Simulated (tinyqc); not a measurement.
Non-radiative capture by multiphonon emission, one effective mode: one step, computed by the program tinyqc.

The initial state (free carrier plus empty centre) lies dE above the final state; both have the same frequency and are displaced by dQ.

Problem. Geometry of the two curves. dQ = sqrt(2 S (hbar^2/u)/hbar omega); relaxation energy lambda = S hbar omega; phonons needed P = dE/hbar omega; classical barrier E_b = (dE - lambda)^2/(4 lambda); occupation n = 1/(exp(hbar omega/k_B T) - 1).

Inputs (values chosen for the exercise, for a model semiconductor):

| quantity | value | unit |
|---|---|---|
| energy released dE | 1.11 | eV |
| phonon energy hbar omega | 46.3 | meV |
| Huang-Rhys factor S | 7.98 | - |
| temperature T | 500 | K |

Centre: attractive.

Constants: hbar^2/u = 4.18015928e-03 eV angstrom^2; k_B = 8.617333262e-05 eV/K.

Give: dQ; lambda; P; classical barrier E_b; occupation n.

Solution.

dQ = 1.2004 u^(1/2) angstrom

lambda = 0.369474 eV

P = 23.974

classical barrier E_b = 0.37105 eV

occupation n = 0.51847

dE exceeds lambda: the inverted case usual for deep centres, in which the curves cross on the far side of the initial minimum.
